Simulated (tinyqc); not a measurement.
Bandgap voltage reference from two bipolar transistors: effect of the temperature coefficient of both resistors.

Two transistors of area 1 and N carry the same current I. Is(T) = Is (T/T0)^eta exp[(Vg0 q/kB)(1/T0 - 1/T)], VBE1 = Vt ln(I/Is(T)) + I rb, VBE2 = Vt ln(I/(N Is(T))) + I rb/N. The amplifier forces I R1(T) = VBE1 - VBE2 + Vos, with R(T) = R (1 + tc (T - T0)) for both resistors, and the output is Vref = VBE1 + I R2(T). Base currents and the Early effect are neglected.

Vt = kB T/q; I = (Vt ln N + Vos)/(R1(T) - rb (1 - 1/N)). Box coefficient: span of Vref between 233 and 398 K over its average over T and over 165 K. The last column is the R2 that gives zero slope at T0.

Inputs (values chosen for the exercise); values of the order met in silicon bipolar transistors:
- T0 = 300 K (reference temperature)
- Vg0 = 1.149 V (band-gap voltage extrapolated to 0 K)
- eta = 4.4 (temperature exponent of the saturation current)
- Is = 2e-16 A (saturation current of the unit transistor at T0)
- N = 24 (area ratio of the second transistor)
- R1 = 3.6 kohm (resistor across which the difference of VBE falls, at T0)
- Vos = 2.3 mV (offset of the amplifier)
- rb = 0 ohm (series resistance of the unit transistor)
- R2 = 26.21 kohm (output resistor at T0)

Constants: q = 1.602176634e-19 C, kB = 1.380649e-23 J/K. Results are converted to the units shown.

Effect of the temperature coefficient of both resistors:
```
tc (ppm/K)  I at T0 (uA)  Vref at T0 (V)  slope at T0 (uV/K)  box coefficient (ppm/K)  R2 for zero slope (kohm)
-2000              23.46           1.274               116.6                    89.59                     24.68
-1000              23.46           1.274               90.78                    65.06                     25.02
0                  23.46           1.274               64.93                    43.08                     25.36
1000               23.46           1.274               39.08                    28.75                     25.70
2000               23.46           1.274               13.23                    19.52                     26.04
3000               23.46           1.274              -12.62                    32.34                     26.38
```

As tc goes from -2000 to 3000, Vref stays at 1.274 V and the box coefficient goes from 89.6 through a minimum of 19.5 (at tc = 2000 among the rows listed) to 32.3 ppm/K.

Computed by the program tinyqc: `OMP_NUM_THREADS=1 python tinyqc.py 2062123 2062124 out.jsonl`, one thread of a shared Intel Xeon 2.30GHz, about 0.02 s for the whole run.
